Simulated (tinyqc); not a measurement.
Fermi-Dirac statistics of conduction electrons, step by step. Values are carried at full precision from step to step, so a last printed digit may differ when a step is redone from the rounded ones.

Constants: hbar^2/2m0 = 3.80998211 eV angstrom^2; kB = 8.617333262e-05 eV/K; e^2/(4 pi eps0) = 14.39964547 eV angstrom.

Values chosen for the exercise (near those of InP, lowest valleys alone; shifted at random, so the results belong to these values and not to a real crystal):
- m = 0.0794 m0 (density-of-states mass of the conduction band)
- T = 200 K
- n = 1.6e+18 1/cm^3 (electron density)
- eps = 11.8 (static dielectric constant)
- alpha = 0.61 1/eV (non-parabolicity)
- mh = 0.572 m0 (heavy-hole mass)
- Eg = 1.387 eV (gap)

## Reduced density

N = 2 (m kB T/(4 pi c))^(3/2) with c = hbar^2/2m0, in 1/angstrom^3; times 1e24 for 1/cm^3; u = n/Nc.

kT = 0.017235 eV
Nc = 3.0561e+17 1/cm^3
u = n/Nc = 5.23545

## Reduced Fermi level by five rules

F_j(eta) = (1/Gamma(j + 1)) integral_0^infinity x^j dx/(1 + exp(x - eta)), which tends to exp(eta) for eta << 0.

With u = n/Nc: Boltzmann eta = ln u; Joyce-Dixon eta = ln u + u/sqrt(8) - 4.95009e-3 u^2 + 1.48386e-4 u^3 - 4.42563e-6 u^4; Nilsson eta = ln u/(1 - u^2) + v/(1 + (0.24 + 1.08 v)^-2) with v = (3 sqrt(pi) u/4)^(2/3); fully degenerate limit eta = v; exact: F_1/2(eta) = u.

Find eta = (EF - Ec)/kT by each rule.

eta: Boltzmann 1.655, Joyce-Dixon 3.389, Nilsson 3.385, degenerate 3.645, exact 3.389

Against the exact value the errors are Boltzmann -1.734, Joyce-Dixon 0.000, Nilsson -0.004, degenerate limit +0.256 (in kT).

## Exact eta by Newton steps

Solve ln F_1/2(eta) = ln u from the Boltzmann value; dF_1/2/d eta = F_-1/2, so the step is -ln(F_1/2/u) F_1/2/F_-1/2. Stop below 1e-9.

Newton steps:
```
step       eta    F_1/2   F_-1/2  step taken
1     1.655453  2.34437  1.31729        1.43
2     3.085318  4.64698  1.88395       0.294
3     3.379424  5.21616  1.98580     0.00970
4     3.389120  5.23543  1.98908    9.90e-06
5     3.389130  5.23545  1.98908    1.03e-11
```

Converged in 5 steps.

## Mean energy, Einstein relation and screening

eta = 3.38913

Mean kinetic energy <E> = (3/2) kT F_3/2/F_1/2; D/mu = (kT/e) F_1/2/F_-1/2; dn/dEF = (Nc/kT) F_-1/2; screening length L = (4 pi (e^2/(4 pi eps0)) (dn/dEF)/eps)^(-1/2), with dn/dEF in 1/(angstrom^3 eV) (1/cm^3 = 1e-24/angstrom^3).

F_-1/2, F_1/2, F_3/2: 1.989  5.235  9.679

<E> = 47.79 meV
D/mu = 45.36 mV
dn/dEF = 3.527e+19 1/(cm^3 eV)
L = 43.00 angstrom

The gas is degenerate. D/mu is 2.632 times kT/e and <E> is 1.849 times (3/2) kT; the Debye formula, with n/kT in place of dn/dEF, would give L = 26.5 angstrom.

## Fermi level in the non-parabolic band

Non-parabolic band E (1 + alpha E) = c k^2/m: n = Nc (2/sqrt(pi)) integral_0^infinity sqrt(x (1 + a x)) (1 + 2 a x) dx/(1 + exp(x - eta)) with a = alpha kT and eta = (EF - Ec)/kT; a = 0 gives n = Nc F_1/2(eta).

Solve for eta at the same n.

a = 0.01051
eta = 3.210
EF - Ec = 55.33 meV

The extra states lower EF by 3.08 meV against the parabolic band.

## Burstein-Moss edge

Vertical transitions from the heavy-hole band reach half-empty states at the k where the conduction energy equals EF: k^2 = E (1 + alpha E) m/c with E = EF - Ec and c = hbar^2/2m0; edge = Eg + E + c k^2/mh. Gap narrowing by many-body effects is left out.

k = 0.03452 1/angstrom
hole energy = 0.0079 eV
edge = 1.4503 eV

The edge moves up by 63.3 meV, of which the valence band supplies 13 %.

## Checks

- Non-parabolic integral at a = 0 against F_1/2(2): both 2.823721.
- F_1/2(40) against the Sommerfeld form (4/(3 sqrt(pi))) eta^(3/2) (1 + pi^2/(8 eta^2)): both 190.45.

Computed by tinyqc, a small Python program: `OMP_NUM_THREADS=1 python tinyqc.py 1681893 1681894 out.jsonl` (the numbers bound the seed that draws the inputs); one thread of a shared host (Intel(R) Xeon(R) Processor @ 2.30GHz), about 0.01 s for the whole set of steps.
